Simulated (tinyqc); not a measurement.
# Admittance spectroscopy and thermally stimulated current of one trap level in a depletion layer, step by step

A worked calculation. Computed by tinyqc, a small Python program that keeps every step. Command: `OMP_NUM_THREADS=1 python tinyqc.py 3114287 3114288 out.jsonl admit walk`. One thread of a shared host (Intel(R) Xeon(R) Processor @ 2.30GHz), about 0.01 s of CPU time with the checks. Intermediate numbers are printed to about 7 digits and carried at full precision; extremes and crossings named in words are read from the listed rows.

A Schottky junction on n-type material holds one donor-like electron trap; shallow donors are fully ionised and abrupt depletion edges are assumed.

Inputs (values chosen for the exercise, modelled on n-type beta-Ga2O3):
```
quantity                         value    unit
dielectric constant eps           10.4       -
density-of-states mass m          0.29     m_0
shallow doping N               2.3e+16  1/cm^3
trap density N_t               2.6e+15  1/cm^3
trap depth E_t below the band    0.367      eV
capture cross section sigma    2.4e-15    cm^2
band bending V_b                   1.6       V
test frequency f                   500      Hz
heating rate beta                 0.41     K/s
```

Constants: k_B = 1.380649e-23 J/K; m_0 = 9.1093837015e-31 kg; h = 6.62607015e-34 J s; k_B = 8.617333262e-05 eV/K; eps_0 = 8.8541878128e-12 F/m; e = 1.602176634e-19 C.

## Temperature of the peak

N_c = 2 (2 pi m k_B T/h^2)^(3/2), v_th = sqrt(3 k_B T/m), emission rate e_n = sigma v_th N_c exp(-E_t/(k_B T)). Where the level crosses the Fermi level capture equals emission, so the trap follows the signal with the rate 2 e_n; G/omega peaks at omega = 2 e_n (the correction for large N_t/N is left out). Solve 2 e_n(T_p) = 2 pi f.

peak temperature T_p = 234.1761 K

N_c at T_p = 2.702720e+18 1/cm^3

e_n at T_p = 1570.796 1/s

E_c - E_F = k_B T_p ln(N_c/N) = 0.09618712 eV

## The capacitance step

With E_c - E_F = k_B T_p ln(N_c/N): lambda = sqrt(2 eps eps_0 (E_t - (E_c - E_F))/(e^2 N)); traps are empty and charged for x < x_t = w - lambda, and V_b = e (N w^2 + N_t x_t^2)/(2 eps eps_0). High frequency: C_hf = eps eps_0/w. Low frequency: C_lf = eps eps_0 (N + N_t)/(N w + N_t x_t).

lambda = 116.3380 nm

depletion width w = 277.5364 nm

crossing point x_t = 161.1984 nm

C_hf = 33.17891 nF/cm^2

C_lf = 34.65425 nF/cm^2

step (C_lf - C_hf)/C_hf = 0.04446614

small-N_t estimate (N_t/N)(lambda/w) = 0.04738568

Reading N_t/N straight from the step would give 0.0445 against the true 0.113: the factor lambda/w must be known.

## Scan in temperature at fixed frequency

With x = omega/(2 e_n): C = C_hf + (C_lf - C_hf)/(1 + x^2), G/omega = (C_lf - C_hf) x/(1 + x^2); C_hf and C_lf are held at their values at T_p.

Admittance:
```
T (K)  omega/(2 e_n)  C (nF/cm^2)  G/omega (nF/cm^2)
206.1       15.37745     33.18512          0.0955376
215.4        5.76873     33.22195          0.2482866
222.5        2.87677     33.33796          0.4575566
229.5        1.50817     33.62945          0.6794955
234.2        0.99794     33.91810          0.7376674
238.9        0.67062     34.19658          0.6824650
245.9        0.38106     34.46718          0.4909119
255.3        0.18684     34.60449          0.2663515
267.0        0.08224     34.64434          0.1205147
```

The peak of G/omega is half the step, 0.738 nF/cm^2. Its full width is near 2 ln(2 + sqrt3) k_B T_p^2/(E_t + 2 k_B T_p) = 30.6 K.

## Arrhenius plot

T_p for 0.1, 0.3, 1, 3 and 10 f; least-squares lines of ln(e_n/T^2) and of ln(e_n) against 1/(k_B T), e_n = pi f; sigma = exp(intercept)/(v_th N_c/T^2).

Peaks:
```
f (Hz)   T_p (K)  1/(k_B T) (1/eV)  ln(e_n/T^2)   ln(e_n)
50      210.0855          55.23713    -5.638276  5.056753
150     220.9599          52.51866    -4.640597  6.155365
500     234.1761          49.55466    -3.552809  7.359338
1500    247.6146          46.86525    -2.565796  8.457950
5000    264.1211          43.93636    -1.490892  9.661923
```

depth from e_n/T^2 = 0.367 eV

cross section from the intercept = 2.40e-15 cm^2

depth without the T^2 = 0.4074717 eV

Leaving out T^2 adds 40 meV, near 2 k_B T_p = 40 meV.

## Thermally stimulated current

Thermally stimulated current without retrapping: filled share n(T) = exp(-(1/beta) int e_n dT), current proportional to e_n n; the peak obeys beta (E_t/(k_B T^2) + 2/T) = e_n(T). The integral starts at 0.5 T_m and uses 4000 trapezoid steps to 1.2 T_m. Chen's first-order estimate from the full width W = T_2 - T_1 between the half-height points: E = 2.52 k_B T_m^2/W - 2 k_B T_m.

peak temperature T_m = 156.0153 K

lower half-height T_1 = 148.7602 K

upper half-height T_2 = 161.2314 K

filled share at T_m = 0.3907302

E_t/(k_B T_m) = 27.29770

symmetry factor (T_2 - T_m)/(T_2 - T_1) = 0.4182528

depth by Chen's formula = 0.3969475 eV

The slow ramp empties the trap at 156 K, far below the admittance peak at 234 K, since the rate asked for is 0.077 per second instead of 1600. Chen's formula, made for a constant prefactor, gives 30 meV more than E_t.

Checks made by the program: C_lf against dQ/dV by differences (relative difference below 1e-10); depth recovered (relative difference below 1e-10); peak of the integrated curve (relative difference 3e-05).
